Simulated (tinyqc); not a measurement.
Ground states by the convex hull: cluster expansion of a binary alloy: correlations, fit, cross-validation and ground states. Computed by tinyqc, a small Python program. Command: `OMP_NUM_THREADS=1 python tinyqc.py 3025385 3025386 out.jsonl clex walk`. One thread of a shared host (Intel(R) Xeon(R) Processor @ 2.30GHz), about 0.05 s of CPU time with the checks.

s = +1 for A and -1 for B. Energy per site E = J0 + J1 P(point) + sum over clusters of m V P, with P the mean product of spins; V > 0 on a pair favours unlike neighbours. Clusters per site m: pair 1 2, pair 2 2, pair 3 2, triplet 4; the triplet is two first-neighbour bonds at a right angle. Formation energies are counted from the line between pure A and pure B, which removes J0 and J1.

Inputs (values chosen for the exercise, for a model alloy):

| quantity | value | unit |
|---|---|---|
| first-pair interaction V1 | -7.93 | meV |
| second-pair interaction V2 | -1.3 | meV |
| third-pair interaction V3 | 0.25 | meV |
| triplet interaction Vt | -2 | meV |
| noise amplitude | 1.3 | meV/site |

Lattice: square.

Method:
- Design matrix of formation energies: m (P - 1) for pairs and m (P(triplet) - P(point)) for the triplet; x = (1 - P(point))/2.
- Exact: X V with V = (V1, V2, V3, Vt). The data to fit add the noise amplitude times the normal numbers, standing for what the clusters leave out.
- Leave out pair 3: A = X^T X and b = X^T E (E being the data with noise) over these three columns; solve A V = b. The root-mean-square error runs over the structures between the pure ends.
- Height above the hull = E less the lowest straight line between two structures that bracket x (or the lowest structure at the same x). The three-term fit is X V with the fitted values.

correlations P, counted on periodic cells:
```
                      point    pair 1    pair 2    pair 3   triplet
A                   1.00000   1.00000   1.00000   1.00000   1.00000
A3B p(2x2)          0.50000   0.00000   0.00000   1.00000  -0.50000
A3B c(4x2)          0.50000   0.00000   0.00000   0.50000  -0.50000
A2B diagonal rows   0.33333  -0.33333   0.33333  -0.33333  -0.33333
A2B rows            0.33333   0.33333  -0.33333   0.33333   0.33333
AB c(2x2)           0.00000  -1.00000   1.00000   1.00000   0.00000
AB p(2x1)           0.00000   0.00000  -1.00000   1.00000   0.00000
A2B2 rows           0.00000   0.50000   0.00000   0.00000   0.00000
AB2 diagonal rows  -0.33333  -0.33333   0.33333  -0.33333   0.33333
AB2 rows           -0.33333   0.33333  -0.33333   0.33333  -0.33333
AB3 p(2x2)         -0.50000   0.00000   0.00000   1.00000   0.50000
AB3 c(4x2)         -0.50000   0.00000   0.00000   0.50000   0.50000
B                  -1.00000   1.00000   1.00000   1.00000  -1.00000
```

standard normal numbers for the noise (0 for the pure ends): A 0.000, A3B p(2x2) 2.031, A3B c(4x2) 0.708, A2B diagonal rows 1.011, A2B rows -0.084, AB c(2x2) 1.187, AB p(2x1) 0.305, A2B2 rows 0.296, AB2 diagonal rows -0.341, AB2 rows -0.320, AB3 p(2x2) 0.812, AB3 c(4x2) -0.840, B 0.000

X:
```
                     pair 1    pair 2    pair 3   triplet
A                   0.00000   0.00000   0.00000   0.00000
A3B p(2x2)         -2.00000  -2.00000   0.00000  -4.00000
A3B c(4x2)         -2.00000  -2.00000  -1.00000  -4.00000
A2B diagonal rows  -2.66667  -1.33333  -2.66667  -2.66667
A2B rows           -1.33333  -2.66667  -1.33333   0.00000
AB c(2x2)          -4.00000   0.00000   0.00000   0.00000
AB p(2x1)          -2.00000  -4.00000   0.00000   0.00000
A2B2 rows          -1.00000  -2.00000  -2.00000   0.00000
AB2 diagonal rows  -2.66667  -1.33333  -2.66667   2.66667
AB2 rows           -1.33333  -2.66667  -1.33333   0.00000
AB3 p(2x2)         -2.00000  -2.00000   0.00000   4.00000
AB3 c(4x2)         -2.00000  -2.00000  -1.00000   4.00000
B                   0.00000   0.00000   0.00000   0.00000
```

fitted V1, V2, Vt (meV): -8.22874  -1.14368  -2.24386

exact energies (meV/site): A 0.0000, A3B p(2x2) 26.4600, A3B c(4x2) 26.2100, A2B diagonal rows 27.5467, A2B rows 13.7067, AB c(2x2) 31.7200, AB p(2x1) 21.0600, A2B2 rows 10.0300, AB2 diagonal rows 16.8800, AB2 rows 13.7067, AB3 p(2x2) 10.4600, AB3 c(4x2) 10.2100, B 0.0000

Hull among these structures (meV/site):

| structure | x | exact E | above hull | fitted E | above hull, fit |
|---|---|---|---|---|---|
| A | 0.0000 | 0.000 | 0.000 | 0.000 | 0.000 |
| A3B p(2x2) | 0.2500 | 26.460 | 26.460 | 27.720 | 27.720 |
| A3B c(4x2) | 0.2500 | 26.210 | 26.210 | 27.720 | 27.720 |
| A2B diagonal rows | 0.3333 | 27.547 | 27.547 | 29.452 | 29.452 |
| A2B rows | 0.3333 | 13.707 | 13.707 | 14.021 | 14.021 |
| AB c(2x2) | 0.5000 | 31.720 | 31.720 | 32.915 | 32.915 |
| AB p(2x1) | 0.5000 | 21.060 | 21.060 | 21.032 | 21.032 |
| A2B2 rows | 0.5000 | 10.030 | 10.030 | 10.516 | 10.516 |
| AB2 diagonal rows | 0.6667 | 16.880 | 16.880 | 17.485 | 17.485 |
| AB2 rows | 0.6667 | 13.707 | 13.707 | 14.021 | 14.021 |
| AB3 p(2x2) | 0.7500 | 10.460 | 10.460 | 9.769 | 9.769 |
| AB3 c(4x2) | 0.7500 | 10.210 | 10.210 | 9.769 | 9.769 |
| B | 1.0000 | 0.000 | 0.000 | 0.000 | 0.000 |

lowest exact formation energy = 0 meV/site

What follows from these numbers?

Only the pure ends are on the exact hull: at zero temperature the alloy separates. The fit finds the same set. A structure at zero height may lie on a tie line without being a vertex, and structures outside this list could lie lower.

Extremes, crossings and ranges named in words are read from the listed rows.
